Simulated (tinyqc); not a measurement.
Double-gate transistor, scale length and short-channel effects: one step of the calculation.

A body of thickness ts between two insulators of thickness ti and two tied gates. Below threshold the potential that source and drain add obeys Laplace's equation and vanishes on the gate. Its lowest mode decays along the channel as exp(-k y); k is the smallest positive root of the matching condition at the interface, and the scale length is Lambda = pi/k.

Task. Scale length against simple estimates. Lambda = pi/k and l = 1/k. A parabolic potential across the structure gives l(parabolic) = sqrt((eps_r/(2 ei)) ts ti (1 + ei ts/(4 eps_r ti))).

Inputs (values chosen for the exercise); permittivities: semiconductor close to that of indium arsenide, insulator close to that of silicon nitride: relative permittivity of the semiconductor eps_r = 15.2; relative permittivity of the insulator ei = 7.56; insulator thickness ti = 2.6 nm; body thickness ts = 4.6 nm.

k = 0.25091466 1/nm

Give: Lambda; l; l(parabolic).

Result.

Lambda = 12.52 nm
l = 3.985 nm
l(parabolic) = 3.830 nm

Computed by the program tinyqc: `OMP_NUM_THREADS=1 python tinyqc.py 2420038 2420039 out.jsonl`, one thread of a shared Intel Xeon 2.30GHz, about 0.01 s for the whole run.
